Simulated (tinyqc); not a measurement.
Inside a calculation. Model: wafer bonding and layer transfer: bond energy, gap closing, particles, bonding of dissimilar wafers and hydrogen blisters. Computed by tinyqc, a small Python program that keeps every step. Command: `OMP_NUM_THREADS=1 python tinyqc.py 3005618 3005619 out.jsonl bond walk`. One thread of a shared host (Intel(R) Xeon(R) Processor @ 2.30GHz), about 0.01 s of CPU time with the checks. Intermediate numbers are printed to about 5 digits and carried at full precision; extremes and crossings named in words are read from the listed rows.

gamma is the energy per area of each of the two surfaces; plates are isotropic.

Inputs (values chosen for the exercise, with wafer 1 close to silicon):
```
quantity                                      value        unit
Young's modulus E1                              160         GPa
Young's modulus E2                              423         GPa
Poisson ratio nu                               0.22           -
thickness t1                                    625  micrometre
thickness t2                                    625  micrometre
blade thickness t_b                             230  micrometre
crack length L                                 25.6          mm
particle radius h                               2.8  micrometre
radius of a shallow gap R                     0.011          mm
half height of the gap h_g                     0.65          nm
expansion mismatch alpha_2 - alpha_1           -2.6      1e-6/K
heating dT                                      150           K
implant depth d                                 1.1  micrometre
hydrogen dose                                   7.4   1e16/cm^2
share of the dose released as H2               0.18           -
surface energy of the weakened plane gamma_s    1.2       J/m^2
anneal temperature T                            625           K
```

Pair: two different wafers.

Constants: k_B = 1.380649e-23 J/K.

## Bond energy from the blade test

Two cantilevers opened by t_b: gamma = 3 t_b^2 E1 t1^3 E2 t2^3/(16 L^4 (E1 t1^3 + E2 t2^3)).

bond energy gamma = 0.65453 J/m^2

An error of 5 % in L changes gamma by about 20 %. This is the level of partly covalent bonding.

## Does a shallow gap close?

E' = E1/(1 - nu^2), equal wafers of thickness t1 assumed. A gap of radius R closes if h_g < h_c: h_c = R^2/sqrt((2/3) E' t1^3/gamma) for R > 2 t1 (plate bending), h_c = 3.6 sqrt(R gamma/E') for R < 2 t1 (local deformation).

closable height h_c = 23.558 nm

h_g/h_c = 0.027592

The gap closes.

## Void around a particle

E' = E1/(1 - nu^2), equal wafers assumed. Void radius in the plate regime: R_v = [(2/3) E' t1^3/gamma]^(1/4) h^(1/2). Below h_crit = 5 sqrt(t1 gamma/E') the wafers deform locally and R_v is of the order of h (taken as h).

critical particle radius = 0.24663 micrometre

void radius = 4255.0 micrometre

The void is 1500 times the particle.

## Heating a pair with different expansion

M = E/(1 - nu), misfit e = (alpha_2 - alpha_1) dT. Curvature k = 6 M1 M2 t1 t2 (t1 + t2) e/[M1^2 t1^4 + M2^2 t2^4 + 2 M1 M2 t1 t2 (2 t1^2 + 3 t1 t2 + 2 t2^2)]; force per width F = k (M1 t1^3 + M2 t2^3)/(6 (t1 + t2)); at the interface s1 = F/t1 + M1 k t1/2, s2 = -F/t2 - M2 k t2/2; stored biaxial energy U = F^2 [1/(M1 t1) + 1/(M2 t2)] + k^2 (M1 t1^3 + M2 t2^3)/12; the pair can part when U > 2 gamma.

curvature = -0.43990 1/m

force per width = -10.703 kN/m

stress in wafer 1 at the interface = -45.324 MPa

stress in wafer 2 at the interface = 91.675 MPa

stored energy U = 4.1742 J/m^2

largest dT for this gamma = 84.001 K

U exceeds 2 gamma: the pair can debond; the bond strengthens on heating, so slow ramps or thinning one wafer first help.

## Blistering after hydrogen implantation

A flat crack of radius r under a layer of thickness d, as a clamped plate: centre height w = 3 p r^4/(16 E' d^3), volume pi r^2 w/3, energy release G = 3 p^2 r^4/(32 E' d^3), E' = E1/(1 - nu^2). It grows when G = 2 gamma_s. The gas comes from the area pi r^2: p V = (dose x share/2) pi r^2 k_B T, and G = p w/2 = (3/2) N k_B T with N the H2 molecules per area. Share needed: G = 2 gamma_s. The pressure and height at growth are given for r = 10 d.

energy release G = 0.86204 J/m^2

share of the dose needed = 0.50114

pressure at growth = 19.781 MPa

height at growth = 242.65 nm

The released gas does not suffice by this estimate. In this plate limit G depends on neither r nor d.

## Closable height against the size of the gap

The formulas are those given above.

Gap closing:
```
R (mm)    regime    h_c (nm)  slope h_c/R
1.00e-04   local  2.2461e+00     0.022461
1.00e-03   local  7.1029e+00     0.007103
1.00e-02   local  2.2461e+01     0.002246
1.00e-01   local  7.1029e+01     0.000710
5.00e-01   local  1.5883e+02     0.000318
2.00e+00   plate  6.1861e+02     0.000309
5.00e+00   plate  3.8663e+03     0.000773
2.00e+01   plate  6.1861e+04     0.003093
5.00e+01   plate  3.8663e+05     0.007733
```

Roughness of 100 nm scale may be 2.2 nm in half height, waviness of radius 5 cm as much as 390 micrometre: h_c goes as R^(1/2) when the wafer deforms locally and as R^2 when it bends. The allowed slope is least near R = 2 t1, so defects about 4 t1 wide are the hardest to close; bow matters little.

Checks made by the program: gamma against the derivative of the beam energy (relative difference 2e-10).
